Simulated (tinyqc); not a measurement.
Worked calculation: two-band massive Dirac model of the K valleys. Values are carried at full precision from step to step, so a last printed digit may differ when a step is redone from the rounded ones.

Basis (conduction, valence): H = [[D/2, a t (tau kx - i ky)], [a t (tau kx + i ky), -D/2 + lam tau sz]], valley tau = +/-1, spin sz = +/-1. The gap of a spin and valley is G = D - lam tau sz. Berry curvature Omega = curl of i<u|grad u>; for the conduction band Omega_c = -tau 2 a^2 t^2 G/(G^2 + 4 a^2 t^2 k^2)^(3/2), and Omega_v = -Omega_c.

Constants: hbar^2/2m0 = 3.80998211 eV angstrom^2.

Values chosen for the exercise (near those used for monolayer MoSe2; not measured data): a = 3.318 angstrom (lattice constant); D = 1.42 eV (gap parameter); t = 0.9 eV (effective hopping); lam = 0.095 eV (half the valence spin splitting); tau = 1 (valley); sz = 1 (spin); k = (-0.013, 0.101) 1/angstrom (wave vector from the valley); h = 0.02 1/angstrom (side of the plaquette).

## Band edges of the four flavours

At k = 0: Ec = D/2, Ev = -D/2 + lam tau sz; mass m/m0 = c G/(a t)^2 for both bands, c = hbar^2/2m0; Omega_c(0) = -2 tau a^2 t^2/G^2.

Edges:

| tau | sz | Ec (eV) | Ev (eV) | G (eV) | mass (m0) | Omega_c (angstrom^2) |
|---|---|---|---|---|---|---|
| 1 | 1 | 0.7100 | -0.6150 | 1.3250 | 0.5661 | -10.159 |
| 1 | -1 | 0.7100 | -0.8050 | 1.5150 | 0.6473 | -7.770 |
| -1 | 1 | 0.7100 | -0.8050 | 1.5150 | 0.6473 | 7.770 |
| -1 | -1 | 0.7100 | -0.6150 | 1.3250 | 0.5661 | 10.159 |

The top of the valence band has spin up at tau = +1 and spin down at tau = -1: spin and valley are locked, with 190 meV between the two valence bands (A and B transitions at 1.325 and 1.515 eV, without exciton binding).

## H at one k

Fill in the matrix and diagonalise: E = lam tau sz/2 -/+ sqrt(G^2/4 + a^2 t^2 k^2).

H (eV):
```
                 c                v
c           0.7100  -0.0388-0.3016i
v  -0.0388+0.3016i          -0.6150
```

levels (eV): -0.6815  0.7765

cos(theta) = G/(E+ - E-) = 0.9088

## Curvature, orbital moment and circular dichroism

Omega_c from the formula; orbital moment of both bands m = -tau (a t)^2 G/(c (G^2 + 4 a^2 t^2 k^2)) in Bohr magnetons (charge -e), c = hbar^2/2m0; interband strengths |P+/-|^2 proportional to (1 +/- tau cos(theta))^2 for P+/- = Px +/- i Py, and eta = (|P+|^2 - |P-|^2)/(|P+|^2 + |P-|^2) = 2 tau cos(theta)/(1 + cos^2(theta)).

Omega_c = -7.626 angstrom^2
orbital moment = -1.459 muB
eta = 0.9954

All three change sign with the valley. The selection rule, exact at k = 0, still holds to 99.5 % here.

## The curvature from a plaquette

Corners counter-clockwise around k, from (-h/2, -h/2); upper eigenvector u with its first component real and positive; Omega = -(sum of arg <u_j|u_(j+1)>)/h^2.

Corners:

| j | kx | ky | u_c | u_v | arg <u_j\|u_j+1> (rad) |
|---|---|---|---|---|---|
| 1 | -0.0230 | 0.0910 | 0.98004 | -0.04871+0.19273i | -0.008199 |
| 2 | -0.0030 | 0.0910 | 0.98110 | -0.00638+0.19339i | -0.000264 |
| 3 | -0.0030 | 0.1110 | 0.97320 | -0.00621+0.22987i | 0.009498 |
| 4 | -0.0230 | 0.1110 | 0.97224 | -0.04748+0.22913i | 0.002012 |

Omega_c from the plaquette = -7.619 angstrom^2

The formula at the centre gives -7.626; the plaquette averages over its area.

## Checks

- Curvature formula against a plaquette of side 1e-4: both -7.6258.
- Eta against the matrix elements of dH/dkx +/- i dH/dky: both 0.99545.

Run: tinyqc, `OMP_NUM_THREADS=1 python tinyqc.py 1482161 1482162 out.jsonl`; Intel(R) Xeon(R) Processor @ 2.30GHz, one thread, shared host; about 0.01 s of CPU time with all checks.
